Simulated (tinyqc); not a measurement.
Surface potential of a MOS transistor: implicit equation and explicit approximations: one step of the calculation.

p-type body, charge-sheet picture, depletion and inversion only, full ionisation (an idealisation for deep acceptors), Boltzmann statistics (rough once Na exp(x - xn) passes about Nc/7). In units of Vt: xg = (Vg - Vfb)/Vt, x = psi/Vt, G = gamma/sqrt(Vt), xn = (2 phiF + Vc)/Vt. The implicit equation is (xg - x)^2 = G^2 [x - 1 + exp(x - xn)] for x above about 3. Cox = eps0 eox/tox.

Question. Potential, charges and gate control. psi = Vt x; N_dep = Cox Vt G sqrt(x - 1)/q; N_inv = (Cox Vt G/q) [sqrt(x - 1 + exp(x - xn)) - sqrt(x - 1)]; dpsi/dVg = 1/[1 + G^2 (1 + exp(x - xn))/(2 (xg - x))].

Values chosen for this exercise; band and dielectric values close to those of silicon: temperature T = 250 K; relative permittivity of the gate insulator (close to silicon dioxide) eox = 3.9; insulator thickness tox = 4.1 nm; channel-body voltage Vc = 0.5 V.

Constants: q = 1.602176634e-19 C, kB = 1.380649e-23 J/K, Vt = kB T/q, eps0 = 8.8541878128e-14 F/cm where lengths are in cm. Results are converted to the units shown.

converged x = 55.923265
G = 2.3501854
xn = 65.451606
xg = 73.340555

Find: psi; N_dep; N_inv; dpsi/dVg.

Answer.

psi = 1.205 V
N_dep = 1.972e12 cm^-2
N_inv = 1.307e6 cm^-2
dpsi/dVg = 0.8631

psi lies 9.5 Vt below 2 phiF + Vc.

Computed by the program tinyqc: `OMP_NUM_THREADS=1 python tinyqc.py 2122094 2122095 out.jsonl`, one thread of a shared Intel Xeon 2.30GHz, about 0.01 s for the whole run.
